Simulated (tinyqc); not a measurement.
Velocity overshoot from momentum and energy balance equations after a field step. Inputs raised by 2 %, one at a time. Computed by tinyqc, a small Python program. Command: `OMP_NUM_THREADS=1 python tinyqc.py 3029158 3029159 out.jsonl overshoot sens`. One thread of a shared host (Intel(R) Xeon(R) Processor @ 2.30GHz), about 0.04 s of CPU time with the checks.

At t = 0 the field jumps from 0 to F in a uniform sample. v is the drift velocity and u = w - (3/2) k_B T the excess energy per carrier.

Inputs (values chosen for the exercise, modelled on electrons in strained silicon except for tau_E):

| quantity | value | unit |
|---|---|---|
| effective mass m | 0.19 | m_0 |
| low-field mobility mu_0 | 2300 | cm^2/(V s) |
| saturation velocity v_s | 1 | 1e7 cm/s |
| energy relaxation time tau_E | 0.35 | ps |
| field after the step F | 6.5 | kV/cm |
| lattice temperature T | 300 | K |
| time step dt | 19 | fs |

Scheme: implicit in the damping.

Constants: m_0 = 9.1093837015e-31 kg; e = 1.602176634e-19 C; k_B = 8.617333262e-05 eV/K.

Method:
- dv/dt = e F/m - v/tau_m(u), du/dt = e F v - u/tau_E, tau_m(u) = tau_0/(1 + c u), tau_0 = m mu_0/e, c = mu_0/(e tau_E v_s^2); this choice gives the steady state v (1 + mu_0 F v/v_s^2) = mu_0 F, which saturates at v_s. Steady velocity v = 2 mu_0 F/(1 + sqrt(1 + 4 (mu_0 F/v_s)^2)); u = e F v tau_E; carrier temperature T + 2u/(3 k_B), neglecting the drift energy m v^2/2.
- Step: v_new = (v + dt e F/m)/(1 + dt/tau_m(u)), u_new = (u + dt e F v_new)/(1 + dt/tau_E). Start v = u = 0; the distance adds dt (v + v_new)/2.
- Run to 8 times the larger of tau_E and tau_0, but at most 20001 steps, and stop early if |v| > 1000 v_s or u < -1/(2c); the run is accepted if the last v is within 0.5 % of the steady value.

Runs:

| input moved | from | to | peak velocity (1e7 cm/s) | peak over steady velocity | steady velocity (1e7 cm/s) | steady carrier temperature (K) |
|---|---|---|---|---|---|---|
| base run | - | - | 0.89599 | 1.2444 | 0.72000 | 426.72 |
| effective mass m (m_0) | 0.19 | 0.1938 | 0.89334 | 1.2408 | 0.72000 | 426.72 |
| low-field mobility mu_0 (cm^2/(V s)) | 2300 | 2346 | 0.90367 | 1.2473 | 0.72449 | 427.51 |
| saturation velocity v_s (1e7 cm/s) | 1 | 1.02 | 0.90335 | 1.2379 | 0.72976 | 428.44 |
| energy relaxation time tau_E (ps) | 0.35 | 0.357 | 0.89857 | 1.2480 | 0.72000 | 429.26 |
| field after the step F (kV/cm) | 6.5 | 6.63 | 0.90645 | 1.2511 | 0.72449 | 430.06 |

Exponents ln(y'/y) / ln(x'/x):

| input | peak velocity | peak over steady velocity | steady velocity | steady carrier temperature |
|---|---|---|---|---|
| effective mass m | -0.150 | -0.150 | 0.000 | 0.000 |
| low-field mobility mu_0 | 0.431 | 0.117 | 0.314 | 0.094 |
| saturation velocity v_s | 0.413 | -0.267 | 0.680 | 0.203 |
| energy relaxation time tau_E | 0.145 | 0.145 | 0.000 | 0.299 |
| field after the step F | 0.586 | 0.271 | 0.314 | 0.394 |

Among the inputs moved here: peak velocity answers most in size to field after the step F (exponent +0.586), next to low-field mobility mu_0 (+0.431). Peak over steady velocity answers most in size to field after the step F (exponent +0.271), and about equally to saturation velocity v_s (-0.267). Steady velocity answers most in size to saturation velocity v_s (exponent +0.680), next to low-field mobility mu_0 (+0.314); its exponent is below 0.0005 for effective mass m, energy relaxation time tau_E. Its exponent 0.000 in energy relaxation time tau_E: c is tied to tau_E so that the steady curve is fixed. Steady carrier temperature answers most in size to field after the step F (exponent +0.394), next to energy relaxation time tau_E (+0.299); its exponent is below 0.0005 for effective mass m.

Extremes, crossings and ranges named in words are read from the listed rows.
